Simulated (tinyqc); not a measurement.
Gate work function from the charge.

Inverse problem. For an undoped double gate, Q = 8 eps0 eps_r Vt beta tan(beta)/ts with 0 < beta < pi/2, and at the source (Vg - dphi)/(2 Vt) - ln[(2/ts) sqrt(2 eps0 eps_r Vt/(q ni))] = ln(beta) - ln(cos beta) + 2 r beta tan(beta), r = eps_r tox/(eox ts). Find beta and dphi.

Values chosen for this exercise; material values close to those of silicon:
- T = 250 K (temperature)
- eps_r = 11.8 (relative permittivity of the semiconductor)
- eox = 7.37 (relative permittivity of the gate insulator)
- tox = 3.3 nm (insulator thickness)
- ts = 15 nm (body thickness)
- Vg = 1.04 V (gate voltage)

Constants: q = 1.602176634e-19 C, kB = 1.380649e-23 J/K, Vt = kB T/q, eps0 = 8.8541878128e-14 F/cm where lengths are in cm. Results are converted to the units shown.

Qs = 1685.6200 nC/cm^2
ni = 6.7033565e7 cm^-3

Solution. beta tan(beta) rises from 0 without bound on the interval, so the charge fixes beta; the second relation is then explicit in dphi. At this charge the surface density passes 0.3 Nc, so the classical Boltzmann model is only formal.

beta = 1.467
dphi = 0.01000 V

tinyqc, about 0.02 s, one thread, Intel Xeon 2.30GHz (shared host): `OMP_NUM_THREADS=1 python tinyqc.py 2440072 2440073 out.jsonl`
